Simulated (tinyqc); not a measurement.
Self-heating of a transistor with one or more fingers, with temperature-dependent conductivity: one step, computed by the program tinyqc.

N long parallel fingers lie on the top face of a slab whose bottom is held at T_0; the top is otherwise insulated, and heat flows in two dimensions. P in W/mm is 1000 P in W/m.

Problem. Linear temperature rise of each finger. theta_i = (P/(pi kappa_0)) [g_0 + sum over j != i of g(|i - j| s)], with equal powers and constant conductivity; thermal resistance = largest theta/P.

Inputs (values chosen for the exercise, modelled on gallium nitride): conductivity at the base temperature kappa_0 = 199 W/(m K); power per gate width P = 5.1 W/mm; fingers N = 5.

Power: fixed power.

own factor g_0 = 7.137719

g(j s), j = 1..7: [1.372274, 0.741423, 0.428793, 0.252841, 0.150049, 0.089245, 0.053122]

Give: theta of each finger; largest theta; thermal resistance.

Solution.

theta of each finger (K): [81.031, 90.163, 92.713, 90.163, 81.031]

largest theta = 92.713 K

thermal resistance = 18.179 K mm/W

The neighbours supply 37 % of the rise of the hottest finger, which runs 11.7 K above the outer ones.
